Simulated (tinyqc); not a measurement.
## Thin-film resistivity, exact integral against the thick limit

Fuchs-Sondheimer for a film of thickness d, k = d/lam: rho0/rho = 1 - (3 (1 - ps)/(2 k)) int_1^infinity (t^-3 - t^-5)(1 - exp(-k t))/(1 - ps exp(-k t)) dt; thick limit rho/rho0 = 1 + 3 (1 - ps)/(8 k).

Parameters, values chosen for the exercise; metal values close to those of copper:
- rho0 = 1.7 uohm cm (bulk resistivity)
- lam = 40.9 nm (bulk mean free path)
- ps = 0 (specular share of surface scattering)

Thin-film resistivity, exact integral against the thick limit:
```
d (nm),k,"rho/rho0, exact",thick limit,error of the limit (%),rho (uohm cm)
2,0.048900,7.8525,8.6687,10.4,13.349
4,0.097800,4.8528,4.8344,-0.380,8.2498
7.7,0.18826,3.2086,2.9919,-6.75,5.4546
15,0.36675,2.2221,2.0225,-8.98,3.7776
29,0.70905,1.6538,1.5289,-7.55,2.8114
56,1.3692,1.3326,1.2739,-4.41,2.2655
110,2.6895,1.1595,1.1394,-1.73,1.9711
210,5.1345,1.0787,1.0730,-0.529,1.8339
410,10.024,1.0389,1.0374,-0.140,1.7661
```

rho/rho0 falls from 7.85 to 1.04. The error of the thick limit goes from 10 through a minimum of -9.0 (at d = 15 nm among the rows listed) to -0.14 %; it stays within 5 % for k of 1.369 and above among the rows listed. The change of sign at small k is a crossing of two different laws, not agreement.

Program tinyqc, `OMP_NUM_THREADS=1 python tinyqc.py 2100170 2100171 out.jsonl`; Intel Xeon 2.30GHz, shared host, one thread, about 0.01 s.
